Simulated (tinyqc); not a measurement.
From one set of inputs to another, one input at a time: effective-mass impurity with a central-cell term, in a basis of Slater functions. Computed by tinyqc, a small Python program. Command: `OMP_NUM_THREADS=1 python tinyqc.py 3000590 3000591 out.jsonl centralcell ladder`. One thread of a shared host (Intel(R) Xeon(R) Processor @ 2.30GHz), about 0.02 s of CPU time with the checks.

The envelope obeys H = -nabla^2 - (2/r) [Z + A exp(-kappa r)] in effective units, with kappa = a*/lambda; positive A deepens the well near the core.

The inputs printed are set A. Inputs not listed in the table keep their values of set A, so the rows need not describe a real material.

Inputs (values chosen for the exercise, with screening close to that of CdS):
```
quantity                   value      unit
effective mass m           0.401       m_0
dielectric constant eps     8.73         -
charge Z of the core           1         -
central-cell strength A     -2.1         -
central-cell range lambda   0.94  angstrom
```

Impurity: acceptor, one isotropic band.

Constants: Ry = 13.605693123 eV; a_0 = 0.529177210903 angstrom.

Method:
- Units: Ry* = Ry m/eps^2 and a* = a_0 eps/m, with m in m_0.
- kappa = a*/lambda; the hydrogenic ground state is bound by Z^2 Ry*.
- For s functions exp(-zeta r), with s = zeta_i + zeta_j: S = 2/s^3, T = zeta_i zeta_j S, V = -2 Z/s^2, W = -2 A/(s + kappa)^2; each function is normalised by dividing by sqrt(S_ii S_jj).
- Large basis: zeta_i = 0.06 x 1.6^(i-1), i = 1..22, same formulas; for p functions r exp(-zeta r): S = 24/s^5, T = zeta_i zeta_j S (centrifugal term included), V = -12 Z/s^4, W = -12 A/(s + kappa)^4; overlap eigenvalues below 1e-11 are dropped.
- Binding energies are -E Ry*; the effective quantum number is nu = Z/sqrt(-E); |psi(0)|^2 is given relative to the hydrogenic Z^3/(pi a*^3).

Each row keeps all changes above it:
```
input moved                            from     to  1s binding energy (meV)  2s binding energy (meV)  2p binding energy (meV)
set A                                     -      -                    66.91                   17.299                   17.894
dielectric constant eps                8.73   8.05                    77.99                   20.254                   21.044
central-cell strength A                -2.1   0.61                    86.73                   21.358                   21.049
effective mass m (m_0)                0.401  0.613                   136.87                   33.148                   32.183
central-cell range lambda (angstrom)   0.94    1.8                   151.97                   34.702                   32.248
```

Where does the difference come from?

1s binding energy goes from 66.9 to 152, a factor 2.27 in all. The largest single move comes from effective mass m (a factor 1.58). 2s binding energy goes from 17.3 to 34.7, a factor 2.01 in all. The largest single move comes from effective mass m (a factor 1.55). 2p binding energy goes from 17.9 to 32.2, a factor 1.80 in all. The largest single move comes from effective mass m (a factor 1.53). The single moves hold for this order of the switches; the total does not depend on the order.

Caution (rows effective mass m, central-cell range lambda): the effective Bohr radius is only a few bond lengths, so the envelope approximation is rough.

Extremes, crossings and ranges named in words are read from the listed rows.
